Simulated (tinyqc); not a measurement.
# Vertical double-diffused power MOSFET, components of the on-resistance, step by step

Numbers from tinyqc (`OMP_NUM_THREADS=1 python tinyqc.py 2230061 2230062 out.jsonl`; about 0.01 s on one thread of a shared Intel Xeon 2.30GHz). Printed values are rounded.

Stripe cells of pitch Wp + a, two channels a cell. Current flows through the channels, spreads in the accumulation layer, passes the gap between the p bodies and spreads at 45 degrees into the drift layer below them. Low drain voltage, full ionisation.

Parameters, values chosen for the exercise; bulk values close to those of 4H silicon carbide: temperature T = 300 K; relative permittivity eps_r = 9.89; critical-field constant Kc = 22300 V/cm per (cm^-3)^(1/8); rated breakdown voltage of the drift layer BV = 1700 V; drift mobility at 300 K mud = 839 cm^2/(V s); temperature exponent of the drift mobility bt = 2.2; gate oxide thickness (eps_r 3.9) tox = 58 nm; gate overdrive Vov = 5 V; channel mobility mch = 23 cm^2/(V s); accumulation-layer mobility mac = 76 cm^2/(V s); channel length Lc = 1.1 um; width of the p body in one cell, channels included Wp = 3.2 um; gap between neighbouring p bodies a = 1.4 um; depth of the p body xp = 0.9 um; doping of the gap over the drift doping Nj = 3; built-in voltage of the body junction Vbi = 2.95 V; substrate and contact resistance Rs = 0.42 mohm cm^2.

Constants: q = 1.602176634e-19 C, eps0 = 8.8541878128e-14 F/cm where lengths are in cm. Results are converted to the units shown.

## Drift layer

Triangular field at breakdown with Ec = Kc N^(1/8): BV = eps0 eps_r Ec^2/(2 q N), so N = (eps0 eps_r Kc^2/(2 q BV))^(4/3); W = 2 BV/Ec; mu = mud (T/300 K)^(-bt); rho = 1/(q mu N); ideal resistance rho W.

N = 7.41915e15 cm^-3
Ec = 2.14832 MV/cm
W = 15.8263 um
mu = 839 cm^2/(V s)
rho = 1.00271 ohm cm
ideal resistance = 1.58691 mohm cm^2

## Components of the on-resistance

Pitch p = Wp + a, Cox = 3.9 eps0/tox; zero-bias depletion in the gap w0 = sqrt(2 eps0 eps_r Vbi/(q N Nj)), open gap g = a - 2 w0; R_ch = Lc p/(2 mch Cox Vov); R_acc = 0.6 a p/(4 mac Cox Vov), 0.6 being an empirical factor for current leaving the layer along its length; R_gap = (rho/Nj) xp p/g; spreading depth t = min(W, (p - g)/2); R_drift = (rho p/2) ln((g + 2 t)/g) + rho (W - t); R_on = the sum with Rs.

w0 = 0.380632 um
g = 0.638735 um
components (mohm cm^2): channel 3.69519, accumulation 0.426981, gap 0.216637, drift 1.84364, substrate 0.42
R_on = 6.60245 mohm cm^2
shares (%): channel 55.9670, accumulation 6.4670, gap 3.2812, drift 27.9235, substrate 6.3613

The channel term is the largest. R_on is 4.16 times the ideal drift resistance, and spreading raises the drift term to 1.16 times it.
